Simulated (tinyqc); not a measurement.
Switching field against angle and time: single-domain magnet: Stoner-Wohlfarth switching, Neel-Arrhenius retention, LLG dynamics and spin torque. Computed by tinyqc, a small Python program. Command: `OMP_NUM_THREADS=1 python tinyqc.py 3018798 3018799 out.jsonl macro walk`. One thread of a shared host (Intel(R) Xeon(R) Processor @ 2.30GHz), about 0.02 s of CPU time with the checks.

The moment is uniform, with unit vector m; z is the easy axis. mu_0 = 1.25663706212e-6 T m/A, gamma = 1.76085963023e11 rad/(s T).

Inputs (values chosen for the exercise, for a model magnet):

| quantity | value | unit |
|---|---|---|
| saturation magnetisation M_s | 1450 | kA/m |
| diameter d | 41 | nm |
| thickness t | 1.9 | nm |
| interface anisotropy K_i | 3.64 | mJ/m^2 |
| bulk anisotropy K_u | 91 | kJ/m^3 |
| exchange stiffness A | 14 | pJ/m |
| temperature T | 250 | K |
| attempt frequency f0 | 1 | GHz |
| waiting time t_w | 0.001 | s |

Shape: thin disc, easy axis normal to it.

Constants: k_B = 1.380649e-23 J/K.

Method:
- The disc is treated as an oblate spheroid with p = t/d: N_z = [1 - p arccos(p)/sqrt(1 - p^2)]/(1 - p^2); V = pi d^2 t/4; K_eff = K_u + K_i/t + K_shape, K_shape = -(mu_0 M_s^2/4)(3 N_z - 1); mu_0 H_K = 2 K_eff/M_s.
- Delta = K_eff V/(k_B T); tau = exp(Delta)/f0; probability of a flip within t_w: P = 1 - exp(-t_w/tau). Wall width parameter sqrt(A/K_eff); a two-domain state costs 4 sqrt(A K_eff) times the cross-section that the wall cuts (d t).
- Energy over K_eff V: e(theta) = sin^2(theta) + 2 h cos(theta - psi) for m at the angle theta from +z and a field that points at psi from -z (it pulls m away from +z towards negative theta); h_sw = (cos^(2/3) psi + sin^(2/3) psi)^(-3/2).
- Switching field at T: the h at which the exact barrier equals ln(f0 t_w/ln 2) k_B T (0 if the zero-field barrier is lower). Sharrock form: h_sw [1 - (ln(f0 t_w/ln 2)/Delta)^(1/n)], n = 0.86 + 1.14 h_sw.

stability factor Delta = 597.337

Fields over H_K:

| psi (degrees) | h_sw at T = 0 | thermal, exact barrier | thermal, Sharrock form |
|---|---|---|---|
| 1 | 0.90707 | 0.80243 | 0.78119 |
| 10 | 0.67381 | 0.61562 | 0.60608 |
| 20 | 0.57365 | 0.52710 | 0.52516 |
| 30 | 0.52402 | 0.48251 | 0.48377 |
| 45 | 0.50000 | 0.46080 | 0.46344 |
| 60 | 0.52402 | 0.48251 | 0.48377 |
| 75 | 0.61466 | 0.56362 | 0.55871 |
| 89 | 0.90707 | 0.80243 | 0.78119 |

At T = 0 the field is least at 45 degrees, H_K/2, and symmetric about it. Thermal help lowers it to 88 % at 1 degree and 92 % at 45 degrees; the Sharrock form misses the exact barrier by at most about 0.021 H_K, at psi = 1 (and its mirror angle). Caution: a flat cylinder has a smaller N_z than the spheroid of the same t/d, so K_eff of a real disc is larger. Caution: a domain wall can cross the element at lower cost, so the single-domain barrier is an upper bound.

Extremes, crossings and ranges named in words are read from the listed rows.
